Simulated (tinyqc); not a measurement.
Ion-assisted plasma etching: sheath, surface coverage, synergy and aspect-ratio dependence: one step, computed by the program tinyqc. Command: `OMP_NUM_THREADS=1 python tinyqc.py 3012022 3012023 out.jsonl etch walk`. One thread of a shared host (Intel(R) Xeon(R) Processor @ 2.30GHz), about 0.07 s of CPU time with the checks.

Radicals adsorb on bare sites; ions remove covered sites with a high yield and bare sites by sputtering; a slow spontaneous reaction acts everywhere, walls included.

Question. Open-field etch rate. Steady coverage: s G_n (1 - theta) = x Y G_i theta; removal flux = Y G_i theta + Y_p G_i (1 - theta) + k_c G_n; rate = flux/N, 1 cm/s = 6e8 nm/min. Lateral rate = k_c G_n/N; anisotropy = 1 - lateral/vertical; synergy = vertical/(ions alone + radicals alone), with ions alone Y_p G_i/N and radicals alone the lateral rate.

Inputs (values chosen for the exercise, close to those used for silicon dioxide in a fluorocarbon plasma):

| quantity | value | unit |
|---|---|---|
| gas temperature T_g | 400 | K |
| sticking coefficient s | 0.17 | - |
| radicals per removed unit x | 4 | - |
| spontaneous reaction probability k_c | 2.1e-05 | - |
| solid density N | 2.2e+22 | 1/cm^3 |

Feature: round hole.

yield Y = 1.645991

sputter yield Y_p = 0.03891954

ion flux G_i = 5.001395e+16 1/(cm^2 s)

radical flux G_n = 1.218437e+18 1/(cm^2 s)

Give: coverage theta; vertical rate; lateral rate; anisotropy; synergy.

Answer.

coverage theta = 0.3861

vertical rate = 900.2 nm/min

lateral rate = 0.6978 nm/min

anisotropy = 0.9992

synergy = 16.74

Ions and radicals both limit the rate.
